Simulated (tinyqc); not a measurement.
Deep trap from a strong local potential in a two-band host (Koster-Slater model with semi-elliptic bands): one step, computed by the program tinyqc.

The valence band spans -2 W_v to 0 and the conduction band E_g to E_g + 2 W_c. The orbital at the impurity site has weight f_v in the valence band and 1 - f_v in the conduction band, each spread as a semi-ellipse (2/(pi W^2)) sqrt(W^2 - x^2) about the band centre. The impurity adds U to this orbital. Spin is left out.

Problem. Levels of the small matrix. Diagonalise H (2n rows). The trap level, between the highest valence and the lowest conduction e_k, is number n + 1 from below for an attractive impurity and number n for a repulsive one.

Impurity: repulsive, acceptor-like.

H (eV):
```
         1        2         3         4
1  5.02100  6.32100   7.27761   7.27761
2  6.32100  2.42100   7.27761   7.27761
3  7.27761  7.27761  17.13900   8.37900
4  7.27761  7.27761   8.37900  15.13900
```

Give: levels; trap level of the matrix.

Solution.

levels (eV): -2.92  1.29  7.77  33.58

trap level of the matrix = 1.293 eV
